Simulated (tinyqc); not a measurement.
From a target level to the width: type-II superlattice in the two-band Kane model. Five cases, with inputs chosen for the exercise.

Problem. Which width a puts the bottom of C1 at the energy below?

Motion along the axis, period d = a + b, c = hbar^2/2m0. Conduction and light-hole bands couple: (E - Ec)(E - Ev) = Ep c k^2 in each layer, with mass m(E) = (E - Ev)/Ep, which may be negative. The conduction envelope psi and psi'/m(E) are continuous; a layer carries them by [[cos kt, (m/k) sin kt], [-(k/m) sin kt, cos kt]] (cosh and sinh for k^2 < 0), and cos(q d) = tr(M_B M_A)/2. C1 is the first miniband above EvB, with its bottom at tr/2 = +1 and its top at -1; the gap is the bottom of C1 less the top heavy-hole level HH1.

Constants: hbar^2/2m0 = 3.80998211 eV angstrom^2.

Find: k in A; kappa in B; a.

Method. At q = 0 the state is even in both layers: (k/m_A) tan(k a/2) = (kappa/m_B) tanh(kappa b/2) with the masses at that energy; the first branch of the arctangent gives a.

Case 1.

Values chosen (near those of an InAs/GaSb superlattice; not measured data):
- b = 27 angstrom (layer B)
- EcA = 0 eV (conduction edge of A)
- EvA = -0.411 eV (valence edge of A)
- EcB = 0.98 eV (conduction edge of B)
- EvB = 0.155 eV (valence edge of B)
- EpA = 14.5 eV (coupling energy in A)
- EpB = 18.1 eV (coupling energy in B)

bottom of C1 = 0.242109 eV

Solution.

k in A = 0.05350 1/angstrom
kappa in B = 0.03053 1/angstrom
a = 42.0 angstrom

Case 2.

Values chosen (near those of an InAs/GaSb superlattice; not measured data):
- b = 36 angstrom (layer B)
- EcA = 0 eV (conduction edge of A)
- EvA = -0.425 eV (valence edge of A)
- EcB = 0.913 eV (conduction edge of B)
- EvB = 0.103 eV (valence edge of B)
- EpA = 14.3 eV (coupling energy in A)
- EpB = 17.7 eV (coupling energy in B)

bottom of C1 = 0.220043 eV

Solution.

k in A = 0.05104 1/angstrom
kappa in B = 0.03468 1/angstrom
a = 47.0 angstrom

Case 3.

Values chosen (near those of an InAs/GaSb superlattice; not measured data):
- b = 33 angstrom (layer B)
- EcA = 0 eV (conduction edge of A)
- EvA = -0.414 eV (valence edge of A)
- EcB = 0.943 eV (conduction edge of B)
- EvB = 0.126 eV (valence edge of B)
- EpA = 14.3 eV (coupling energy in A)
- EpB = 18.2 eV (coupling energy in B)

bottom of C1 = 0.377071 eV

Solution.

k in A = 0.07399 1/angstrom
kappa in B = 0.04527 1/angstrom
a = 27.0 angstrom

Case 4.

Values chosen (near those of an InAs/GaSb superlattice; not measured data):
- b = 29 angstrom (layer B)
- EcA = 0 eV (conduction edge of A)
- EvA = -0.422 eV (valence edge of A)
- EcB = 0.999 eV (conduction edge of B)
- EvB = 0.173 eV (valence edge of B)
- EpA = 14.3 eV (coupling energy in A)
- EpB = 18.3 eV (coupling energy in B)

bottom of C1 = 0.241903 eV

Solution.

k in A = 0.05429 1/angstrom
kappa in B = 0.02735 1/angstrom
a = 43.0 angstrom

Case 5.

Values chosen (near those of an InAs/GaSb superlattice; not measured data):
- b = 33 angstrom (layer B)
- EcA = 0 eV (conduction edge of A)
- EvA = -0.418 eV (valence edge of A)
- EcB = 0.946 eV (conduction edge of B)
- EvB = 0.127 eV (valence edge of B)
- EpA = 14.3 eV (coupling energy in A)
- EpB = 18.1 eV (coupling energy in B)

bottom of C1 = 0.335000 eV

Solution.

k in A = 0.06804 1/angstrom
kappa in B = 0.04293 1/angstrom
a = 31.0 angstrom

Computed by tinyqc, one run a case: `OMP_NUM_THREADS=1 python tinyqc.py N N+1 out.jsonl` with N = 1280716, 1280778, 1280781, 1280783, 1280933; one thread of a shared Intel(R) Xeon(R) Processor @ 2.30GHz, about 0.1 s a run at most.
